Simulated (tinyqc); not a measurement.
Raising U: Hubbard ring of 6 sites, mean field against exact. Computed by the program tinyqc. Command: `OMP_NUM_THREADS=1 python tinyqc.py 114383 114384 out.jsonl`; one thread of a shared host (Intel(R) Xeon(R) Processor @ 2.60GHz), about 6 s.

one-body matrix (hopping and site energies) (eV):
```
,1,2,3,4,5,6
1,0.0000,-0.9200,0.0000,0.0000,0.0000,-0.9200
2,-0.9200,0.0000,-0.9200,0.0000,0.0000,0.0000
3,0.0000,-0.9200,0.0000,-0.9200,0.0000,0.0000
4,0.0000,0.0000,-0.9200,0.0000,-0.9200,0.0000
5,0.0000,0.0000,0.0000,-0.9200,0.0000,-0.9200
6,-0.9200,0.0000,0.0000,0.0000,-0.9200,0.0000
```

electrons, up and down: 3  3

Collinear unrestricted mean field (the lowest of 40 random starts) against exact diagonalisation.

Exact and mean-field results (eV):
```
U,U/t,E exact,E mean field,mean |n_up - n_down|,"double occupancy, exact",first gap in the sector
0.4600,0.5000,-6.693187,-6.670000,0.0000,0.2332,1.6838
0.9200,1.0000,-6.073066,-5.980000,0.0000,0.2161,1.5237
1.8400,2.0000,-4.976700,-4.600000,0.0000,0.1808,1.2080
2.7600,3.0000,-4.078685,-3.359179,0.5539,0.1446,0.9279
3.6800,4.0000,-3.375210,-2.609416,0.7578,0.1111,0.7087
5.5200,6.0000,-2.436636,-1.791797,0.8914,0.0637,0.4463
7.3600,8.0000,-1.884280,-1.359123,0.9384,0.0391,0.3207
11.0400,12.0000,-1.287869,-0.913701,0.9724,0.0186,0.2086
18.4000,20.0000,-0.784307,-0.550627,0.9900,0.0070,0.1251
```

In absolute terms mean field is worst at U/t = 4.0, 0.766 eV too high: at small U it is nearly exact, and at large U it misses only exchange-scale energies. Its local moments set in at U/t = 3.0 of those listed, a broken symmetry that the exact state of a finite cluster with equal spins does not have. Relative to the exact energy its error is 0.3 % at the smallest U, 30 % at most and 30 % at the largest. The double occupancy falls from 0.233 to 0.007; at the largest U the first gap is 0.68 times the exchange scale 4t^2/U.
